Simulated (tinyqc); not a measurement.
Resistive crossbar, vector-matrix product with wire resistance: one step of the calculation.

2 rows and 2 columns. Cell (i, j) joins row node wij to column node bij. Each row is driven at its left end through one wire segment rw; neighbouring nodes along a row or a column are joined by rw; each column ends below the last row in one more rw and a virtual ground, where its current is read. Ideal output: I_j = sum_i V_i G_ij.

Task. The nodal equations. Kirchhoff current law at every node, A x = b: A holds the sum of the conductances at a node on the diagonal and minus the conductance between two nodes off it (wire conductance 1/rw); b = V_i/rw at the first node of row i.

Parameters, values chosen for the exercise: wire resistance between neighbouring cells rw = 20 ohm; input voltages of the rows V = [0.21, 0.39] V.

cell conductances G (uS):
```
       column 1  column 2
row 1        28        59
row 2       110        27
```

Find: A; b.

Result.

A (uS):
```
          w11       w12       w21       w22       b11       b12       b21       b22
w11   1.000e5  -5.000e4         0         0    -28.00         0         0         0
w12  -5.000e4   5.006e4         0         0         0    -59.00         0         0
w21         0         0   1.001e5  -5.000e4         0         0    -110.0         0
w22         0         0  -5.000e4   5.003e4         0         0         0    -27.00
b11    -28.00         0         0         0   5.003e4         0  -5.000e4         0
b12         0    -59.00         0         0         0   5.006e4         0  -5.000e4
b21         0         0    -110.0         0  -5.000e4         0   1.001e5         0
b22         0         0         0    -27.00         0  -5.000e4         0   1.000e5
```

b (uA): w11 1.050e4, w12 0, w21 1.950e4, w22 0, b11 0, b12 0, b21 0, b22 0

Program tinyqc, `OMP_NUM_THREADS=1 python tinyqc.py 2880036 2880037 out.jsonl`; Intel Xeon 2.30GHz, shared host, one thread, about 0.02 s.
